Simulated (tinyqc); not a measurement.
Doping and flat-band voltage from two insulator thicknesses.

Inverse problem. A junctionless wire is fully depleted at VT = Vfb - q Nd R^2/(4 eps0 eps_r) - q Nd R^2 ln(1 + tox/R)/(2 eps0 eox). Find Nd and Vfb.

Values chosen for this exercise; material values close to those of gallium arsenide: relative permittivity of the semiconductor eps_r = 12.9; relative permittivity of the gate insulator eox = 3.9; wire radius R = 15 nm.

Constants: q = 1.602176634e-19 C, eps0 = 8.8541878128e-14 F/cm where lengths are in cm. Results are converted to the units shown.

VT at tox = 4 and 8.8 nm (V): 0.42174818  -0.0015148418

Solution. The difference of the thresholds is proportional to Nd and holds no Vfb.

Nd = 3.600e18 cm^-3
Vfb = 1.150 V

Program tinyqc, `OMP_NUM_THREADS=1 python tinyqc.py 2460067 2460068 out.jsonl`; Intel Xeon 2.30GHz, shared host, one thread, about 0.01 s.
